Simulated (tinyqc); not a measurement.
What moves the results: donor near an oxide interface in a gate field (two-state model). A value that a table varies takes the place of the one given here.

Interface at z = 0 (hard wall), donor at z = d, field F pulling electrons to the interface: potential e F z; 1 kV/cm = 1e-5 eV/angstrom, c = hbar^2/2m0, q = e^2/(4 pi eps0), Q = (eps - eo)/(eps + eo). Donor state: E_D = e F d - ED - q Q/(4 eps d), the last term joining the images of ion and electron. Interface state: z exp(-b z/2) exp(-rho^2/(2 L^2)) with E_z = c b^2/(4 mz) + 3 e F/b + q Q b/(8 eps), minimised over b; in the plane at z = 3/b the ion (distance D = d - 3/b) and its image (D' = d + 3/b) give E_rho = c/(mt L^2) - (q/eps)(sqrt(pi)/L)[erfcx(D/L) + Q erfcx(D'/L)], erfcx(x) = exp(x^2) erfc(x), minimised over L. E_I = E_z + E_rho.

The two states couple by t = t0 exp(-D/aD) with t0 = q/(eps aD) (2 aD/L) sqrt(aD b/2) v, v a valley factor; this form is an estimate. With detuning u = E_D - E_I the splitting is sqrt(u^2 + 4 t^2) and the lower state has weight (1 - u/sqrt(u^2 + 4 t^2))/2 on the donor.

Constants: hbar^2/2m0 = 3.80998211 eV angstrom^2; e^2/(4 pi eps0) = 14.39964547 eV angstrom.

Parameters, chosen for this exercise (near those of a donor in Si below SiO2, static dielectric constants; the results hold for these values, not for the real material): d = 170 angstrom (depth of the donor); ED = 46.2 meV (bulk binding energy); mz = 0.929 m0 (mass across the interface); mt = 0.189 m0 (mass in the plane); eps = 11.2 (dielectric constant of the semiconductor); eo = 3.9 (dielectric constant of the oxide); aD = 20.3 angstrom (donor radius); v = 0.35 (valley factor); Fl = (38.055, 38.15, 38.188, 38.207, 38.226, 38.264, 38.359) kV/cm (fields); dl = (60, 80, 105, 135, 170, 215, 270) angstrom (depths).

## Sweeping the field

Both levels, the splitting, the donor weight and the mean depth w d + (1 - w) 3/b.

Results:
```
F (kV/cm)  E_D (meV)  E_I (meV)  splitting (meV)  donor weight  mean depth (angstrom)
38.055        17.579     17.772            0.194         0.996                  169.5
38.150        17.741     17.813           0.0763         0.974                  166.7
38.188        17.806     17.830           0.0343         0.852                  151.1
38.207        17.838     17.838           0.0243         0.502                  106.3
38.226        17.870     17.846           0.0342         0.149                   61.0
38.264        17.935     17.863           0.0761         0.026                   45.3
38.359        18.096     17.904            0.194         0.004                   42.4
```

What does this show, and why?

E_D rises by 1.70 and E_I by 0.43 meV per kV/cm, so they cross once, near 38.2 kV/cm, where the splitting is 2t = 0.0243 meV. The donor weight passes from 0.85 to 0.15 while the detuning goes from -2t to 2t, a window of 0.038 kV/cm or 0.1 % of the field; across the table the charge moves by 127 angstrom.

## Depth of the donor

Critical field, and the coupling, E_rho and L at that field.

Results:
```
d (angstrom)  critical field (kV/cm)  e F d/ED  t (meV)  E_rho (meV)  L (angstrom)
60                             143.2     1.860      3.3       -22.70            55
80                              97.0     1.679      1.1       -17.68            67
105                             68.5     1.556     0.31       -13.89            82
135                             50.3     1.470    0.069       -11.08            97
170                             38.2     1.406    0.012        -8.99           115
215                             29.1     1.352   0.0013        -7.25           136
270                             22.4     1.308  9.1e-05        -5.88           160
```

What can be read from the table?

The critical field falls from 143 to 22 kV/cm, with exponent -1.23 in d, while t drops by a factor 3.6e+04, about e for each 21 angstrom at the end (aD = 20.3). One lattice plane (1.36 angstrom) of misplacement changes t by 6 % and the critical field by about 1.6 % at 105 angstrom.

## What each parameter does

Critical field (E_D = E_I), and t and L there. Each row changes one parameter from the base and keeps the others.

Results:
```
case                critical field (kV/cm)  t (meV)  L (angstrom)
base                                  38.2   0.0122         114.9
d = 160 angstrom                      41.0   0.0199         110.0
ED = 52.2 meV                         42.9   0.0113         115.6
aD = 22.3 angstrom                    38.2   0.0225         114.9
mz = 0.79 m0                          38.9   0.0129         114.3
mt = 0.217 m0                         38.0   0.0128         109.2
eo = 5.8                              37.2   0.0112         117.9
eps = 11.9                            38.5   0.0111         117.2
```

What can be read from the table?

The largest shifts from the base row, up to three for each result and ties (the steps differ in size, so this ranks the rows, not the parameters). critical field (kV/cm): ED +4.7, d +2.8, eo -1.0; unchanged at the printed digits by aD. t (meV): aD +0.0103, d +0.00778, eps -0.00103. L (angstrom): mt -5.7, d -4.9, eo +3.0; unchanged at the printed digits by aD.

Computed by tinyqc, a small Python program: `OMP_NUM_THREADS=1 python tinyqc.py 1251961 1251962 out.jsonl` (the numbers bound the seed that draws the inputs); one thread of a shared host (Intel(R) Xeon(R) Processor @ 2.30GHz), about 0.1 s for the whole set of steps.
